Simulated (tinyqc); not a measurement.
The liquidus: liquidus of a compound AB in a simple-solution melt, liquid-phase epitaxy and vapour pressures. Computed by tinyqc, a small Python program. Command: `OMP_NUM_THREADS=1 python tinyqc.py 3012867 3012868 out.jsonl liq35 walk`. One thread of a shared host (Intel(R) Xeon(R) Processor @ 2.30GHz), about 0.03 s of CPU time with the checks.

x is the atom fraction of B in the melt. The melt is a simple solution: R T ln gamma_B = W (1 - x)^2, R T ln gamma_A = W x^2, W = a + b T. The solid AB is stoichiometric.

Inputs (values chosen for the exercise, for a model compound):
```
quantity               value       unit
melting point T_F       1319          K
entropy of fusion S_F   59.4  J/(mol K)
interaction a           21.9     kJ/mol
interaction slope b    -15.3  J/(mol K)
```

Constants: R = 8.314462618 J/(mol K).

Method. Liquidus (Vieland): f(x) = R T ln[4 x (1 - x)] + 2 W (1/2 - x)^2 + S_F (T_F - T) = 0.

Solubility; ideal: W = 0; dilute: (1/4) exp[-(S_F (T_F - T) + W/2)/(R T)]:
```
T (K)           x       ideal      dilute  W (kJ/mol)
660    6.8093e-05  1.9955e-04  6.8069e-05     11.8020
765    6.3698e-04  1.4179e-03  6.3528e-04     10.1955
871    3.5496e-03  6.3805e-03  3.5075e-03      8.5737
976    1.3715e-02  2.0732e-02  1.3217e-02      6.9672
1082   4.2584e-02  5.5343e-02  3.8843e-02      5.3454
1187   1.1385e-01  1.2980e-01  9.3464e-02      3.7389
1266   2.3386e-01  2.4578e-01  1.6438e-01      2.5302
1306   3.6328e-01  3.6900e-01  2.1316e-01      1.9182
```

What follows from these numbers?

x over the ideal value is 0.34 in the first row and 0.98 in the last, and lies between 0.34 and 0.98: W > 0 lowers the solubility and W < 0 raises it, by about exp(-W/(2 R T)) when dilute. The dilute form is within 5 % in 4 of the eight rows. Near T_F the liquidus closes as a parabola about x = 1/2.

Extremes, crossings and ranges named in words are read from the listed rows.
